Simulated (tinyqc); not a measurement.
Comparisons within one model: donor level screened by free carriers (Yukawa potential). A value that a table varies takes the place of the one given here.

Potential -(q/(eps r)) exp(-ks r), q = e^2/(4 pi eps0). In units Ry* = Ry m/eps^2 and a* = a0 eps/m the problem is [-Laplacian - 2 exp(-x r)/r] psi = E psi with x = ks a*.

Converged values use 18 functions exp(-z r), z = 1.55^i, i = -11 to 6: S = 2/A^3, H = z_i z_j S - 2/(A + x)^2, A = z_i + z_j.

Screening wave number: Debye ks^2 = 4 pi q n/(eps kB T); Thomas-Fermi ks^2 = 6 pi q n/(eps EF) with EF = c (3 pi^2 n/gv)^(2/3)/m, c = hbar^2/2m0; the two are joined by 1/ks^2 = sqrt(1/ks_D^4 + 1/ks_TF^4). 1e18/cm^3 = 1e-6/angstrom^3, q = e^2/(4 pi eps0).

Constants: e^2/(4 pi eps0) = 14.39964547 eV angstrom; kB = 8.617333262e-05 eV/K; hbar^2/2m0 = 3.80998211 eV angstrom^2; Ry = 13.60569312 eV; a0 (Bohr radius) = 0.5291772105 angstrom.

Inputs chosen for the exercise (near those of a donor in Si, with one mean mass; not measured data): xs = (0.05, 0.17, 0.24, 0.55, 0.74, 0.85, 1) (values of x); m = 0.317 m0 (mass); eps = 11.6 (dielectric constant); gv = 6 (valleys); T = 300 K (temperature); nl = (0.023, 0.077, 0.23, 0.77, 2.3, 7.7, 23) x 1e18/cm^3 (densities); n = 0.77 x 1e18/cm^3 (free-carrier density).

## Towards the loss of the bound state

First order (-1 + 2x), one-parameter (minimum of z^2 - 8 z^3/(2z + x)^2) and converged 1s energies in Ry*, and the mean radius in a*; a dash marks an unbound result.

Results:

| x | first order | trial function | converged | <r> |
|---|---|---|---|---|
| 0.05 | -0.9000 | -0.9036 | -0.9036 | 1.50 |
| 0.17 | -0.6600 | -0.6992 | -0.6993 | 1.54 |
| 0.24 | -0.5200 | -0.5955 | -0.5958 | 1.57 |
| 0.55 | - | -0.2480 | -0.2523 | 1.88 |
| 0.74 | - | -0.1102 | -0.1203 | 2.32 |
| 0.85 | - | -0.0528 | -0.0674 | 2.80 |
| 1.00 | - | - | -0.0206 | 4.37 |

First order loses the state at x = 0.5, the trial function reaches zero energy at x = 1.00, and the exact limit is 1.19. The radius starts at 1.5 a*, grows slowly at first (1.57 at x = 0.24), then steadily, and swells towards the end (4.4 at 1.00), where a single exponential fails: the binding vanishes as the square of the distance from 1.19.

## Binding against carrier density

Ry* = 32.0527 meV
a* = 19.364 angstrom

x from the joined ks; converged 1s binding (dash: x above 1.17, at or past the limit 1.19 where the state unbinds).

Results:

| n (1e18/cm^3) | EF/kB T | 1/ks (angstrom) | x | binding (meV) | n^(1/3) a* |
|---|---|---|---|---|---|
| 0.023 | 0.01 | 268.4 | 0.072 | 27.67 | 0.055 |
| 0.077 | 0.02 | 146.7 | 0.132 | 24.37 | 0.082 |
| 0.23 | 0.05 | 84.9 | 0.228 | 19.64 | 0.119 |
| 0.77 | 0.11 | 46.5 | 0.417 | 12.14 | 0.177 |
| 2.3 | 0.23 | 27.0 | 0.717 | 4.28 | 0.256 |
| 7.7 | 0.53 | 15.1 | 1.282 | - | 0.382 |
| 23 | 1.09 | 9.4 | 2.052 | - | 0.551 |

The binding falls from 27.7 to 4.3 meV (bare value 32.1); it passes half the bare value between 0.23 and 0.77 x 1e18/cm^3. The level is unbound, or bound by less than 0.001 Ry*, from 7.7 x 1e18/cm^3 on; as the density rises, it is lost by the time n^(1/3) a* reaches 0.38. x grows with exponent 0.50 in n at the start and 0.43 at the end (1/2 for Debye, 1/6 for Thomas-Fermi screening).

## What each parameter does

Ry* = Ry m/eps^2, a* = a0 eps/m, x = ks a* with the joined ks; converged binding. Each row changes one parameter from the base and keeps the others.

Results:

| case | 1/ks (angstrom) | x | binding in Ry* | binding (meV) |
|---|---|---|---|---|
| base | 46.5 | 0.417 | 0.379 | 12.14 |
| n = 0.385 x 1e18/cm^3 | 65.6 | 0.295 | 0.522 | 16.72 |
| T = 270 K | 44.1 | 0.439 | 0.355 | 11.39 |
| m = 0.355 m0 | 46.4 | 0.372 | 0.428 | 15.35 |
| eps = 10.7 | 44.6 | 0.400 | 0.396 | 14.93 |
| gv = 7 | 46.4 | 0.417 | 0.379 | 12.13 |

The largest shifts from the base row, up to three for each result and ties (the steps differ in size, so this ranks the rows, not the parameters). 1/ks (angstrom): n +19.2, T -2.4, eps -1.8. x: n -0.122, m -0.045, T +0.022; unchanged at the printed digits by gv. binding in Ry*: n +0.143, m +0.049, T -0.023; unchanged at the printed digits by gv. binding (meV): n +4.59, m +3.22, eps +2.80.

Run: tinyqc, `OMP_NUM_THREADS=1 python tinyqc.py 1280706 1280707 out.jsonl`; Intel(R) Xeon(R) Processor @ 2.30GHz, one thread, shared host; about 0.02 s of CPU time with all checks.
